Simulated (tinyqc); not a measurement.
Non-radiative capture by multiphonon emission, one effective mode: one step, computed by the program tinyqc. Command: `OMP_NUM_THREADS=1 python tinyqc.py 3007982 3007983 out.jsonl capture walk`. One thread of a shared host (Intel(R) Xeon(R) Processor @ 2.30GHz), about 0.01 s of CPU time with the checks.

The initial state (free carrier plus empty centre) lies dE above the final state; both have the same frequency and are displaced by dQ.

Problem. Scaled coefficient, cross-section and lifetime. Sommerfeld factor of an attractive centre: s(k) = 2 pi nu/(1 - exp(-2 pi nu)), nu = sqrt(Ry*/E), Ry* = Ry m/eps^2, averaged over (2/sqrt(pi)) sqrt(x) exp(-x) dx with x = E/k_B T = t^2 (trapezoid, t to 6 in steps of 0.01). C = s C_0; v = sqrt(3 k_B T/m); sigma = C/v; tau = 1/(C N_t).

Inputs (values chosen for the exercise, with mass, screening and phonons like those of ZnO): carrier mass m = 0.276 m_0; dielectric constant eps = 8.44; temperature T = 300 K; defect density N_t = 1e+16 cm^-3.

Centre: attractive.

C_0 = 8.345046e-09 cm^3/s

Constants: Ry = 13.605693123 eV; k_B = 8.617333262e-05 eV/K; k_B = 1.380649e-23 J/K; m_0 = 9.1093837015e-31 kg.

Give: Sommerfeld factor s; capture coefficient C; thermal velocity v; cross-section sigma; capture time.

Solution.

Sommerfeld factor s = 10.13

capture coefficient C = 8.457e-08 cm^3/s

thermal velocity v = 2.223e+07 cm/s

cross-section sigma = 3.804e-15 cm^2

capture time = 1.182e-09 s
